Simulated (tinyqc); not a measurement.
# Worked calculation: ellipsometry and reflectance of a transparent film on an absorbing substrate

Program tinyqc, `OMP_NUM_THREADS=1 python tinyqc.py 2870143 2870144 out.jsonl`; Intel Xeon 2.30GHz, shared host, one thread, about 0.4 s. Printed values are rounded.

Air (index 1), film, substrate with N2 = n2 - i k2; time factor exp(+i w t). q_j = sqrt(N_j^2 - sin^2 th), root with positive real part. Fresnel coefficients r_s = (q_a - q_b)/(q_a + q_b), r_p = (N_b^2 q_a - N_a^2 q_b)/(N_b^2 q_a + N_a^2 q_b). tan(Psi) exp(i Delta) = R_p/R_s, Delta taken from 0 to 360 degrees.

Parameters, values chosen for the exercise; indices close to those of silicon dioxide on silicon: wavelength lam = 632.8 nm; angle of incidence th = 60 degrees; index of the transparent film n1 = 1.449; film thickness d = 96 nm; index of the substrate n2 = 3.882; extinction coefficient of the substrate k2 = 0.019.

## Interface coefficients and thickness period

q0, q1, q2 and the coefficients r01 and r12 for p and s; the results repeat in d with the period lam/(2 q1).

q0 = 0.5
q1 = 1.16172
q2 = 3.78417-0.01949i
r01,p = -0.0506089
r01,s = -0.398215
r12,p = 0.375683-0.001992i
r12,s = -0.530234+0.001851i
period = 272.354 nm

## Psi, Delta and reflectances

beta = 2 pi d q1/lam, X = exp(-2 i beta), R = (r01 + r12 X)/(1 + r01 r12 X) for p and s.

beta = 1.10736 rad
X = -0.600332-0.799751i
R_p = -0.278947-0.291679i
R_s = -0.176816+0.450540i
Psi = 39.8242 degrees
Delta = 114.850 degrees
|R_p|^2 = 0.162888
|R_s|^2 = 0.234250

The bare substrate gives Psi = 23.38 and Delta = 179.72 degrees.
